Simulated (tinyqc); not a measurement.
Collinear exchange A + BC -> AB + C on a London-Eyring-Polanyi-Sato surface: saddle, string of images and rate: one step, computed by the program tinyqc.

x = r(AB), y = r(BC), r(AC) = x + y. V is counted from separated atoms, the barrier from A + BC, that is V + D(BC).

Question. Frequencies at the saddle. Wilson matrix G = [[1/m_A + 1/m_B, -1/m_B], [-1/m_B, 1/m_B + 1/m_C]]; eigenvalues lambda of G H give nu = 15.6333042 THz x sqrt(|lambda|), the negative one being imaginary. Reactant: nu_BC from k = 2 D beta^2 and 1/m_B + 1/m_C. Skew angle: cos = sqrt(m_A m_C/((m_A + m_B)(m_B + m_C))).

Inputs (values chosen for the exercise, bond data loosely for abstraction of hydrogen from a Ge-H bond by a hydrogen atom; the barrier is not fitted):
```
quantity   value        unit
D(BC)       3.76          eV
beta(BC)    1.45  1/angstrom
mass of A  1.008           u
mass of B  1.008           u
mass of C   72.6           u
```

Hessian (eV/angstrom^2):
```
           x         y
x  -2.721183  7.111438
y   7.111438  4.245936
```

Constants: nu for 1 eV/(angstrom^2 u) = 15.6333042 THz.

Give: imaginary frequency; real frequency at the saddle; nu_BC; skew angle.

Answer.

imaginary frequency = 67.449 THz

real frequency at the saddle = 28.724 THz

nu_BC = 62.344 THz

skew angle = 45.392 degrees
